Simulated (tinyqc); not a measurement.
## Tunnelling through a gate dielectric, WKB transmission and Tsu-Esaki current: effect of temperature

Electrons leave the emitter at x = 0. Energies E (motion across the layers) are in eV from the emitter Fermi level; the collector Fermi level lies at -V and offers states at every E. No charge in the dielectric and no image force: F1 = V/t1, U = phi1 - F1 x. With C = hbar^2/(2 m0), kappa = sqrt(m (U - E)/C) where U > E and 0 elsewhere; T(E) = exp(-S), S = 2 times the integral of kappa over x.

Each layer adds (2/F) sqrt(m/C) [G(u at its left edge) - G(u at its right edge)] to S, with u = U - E (0 where negative) and G(u) = (2/3) u^1.5. J = J0 times the integral of T(E) N(E) dE, N = ln[(1 + exp(-E/Vt))/(1 + exp((-E - V)/Vt))], J0 = q^2 me m0 kB T/(2 pi^2 hbar^3) (times 1e-4 for A/cm^2 per eV), from E = -Ef to far above the barrier (T = 1 there), by quadrature converged to the digits shown. The share over the barrier is that of energies above the highest band edge; 0 means below 1e-6 %.

Values chosen for this exercise; dielectric values close to those of hafnium oxide:
```
symbol,value,unit,meaning
Ef,0.25,eV,Fermi energy of the emitter above its band bottom
me,1,m0,emitter mass in the supply function
phi1,1.51,eV,barrier of layer 1 above the emitter Fermi level at zero bias
m1,0.19,m0,tunnelling mass of layer 1
t1,5.4,nm,thickness of layer 1
V,2.8,V,voltage across the dielectric
```

Constants: q = 1.602176634e-19 C, kB = 1.380649e-23 J/K, hbar = 1.054571817e-34 J s, m0 = 9.1093837015e-31 kg, Vt = kB T/q, hbar^2/(2 m0) = 0.0380998212 eV nm^2. Results are converted to the units shown.

Effect of temperature:
```
T (K),J (A/cm^2),mean E of the current (eV),share over the barrier (%)
50,2454,-0.1233,0
100,2489,-0.1215,0
200,2636,-0.1143,0
300,2899,-0.1017,0
400,3313,-0.08290,0
500,3934,-0.05675,0
600,4862,-0.02145,0
750,7214,0.05321,6.68e-5
```

What does the comparison show?

Between 50 and 300 K the current changes by a factor of 1.18, and between 300 and 750 K by 2.49; the mean energy of the current rises from -0.123 to 0.0532 eV. The transmission grows by a factor e over d = 0.0945 eV near E = 0, equal to kB T/q at 1100 K: far below that temperature the thermal tail adds little.

Computed by the program tinyqc: `OMP_NUM_THREADS=1 python tinyqc.py 2540174 2540175 out.jsonl`, one thread of a shared Intel Xeon 2.30GHz, about 0.03 s for the whole run.
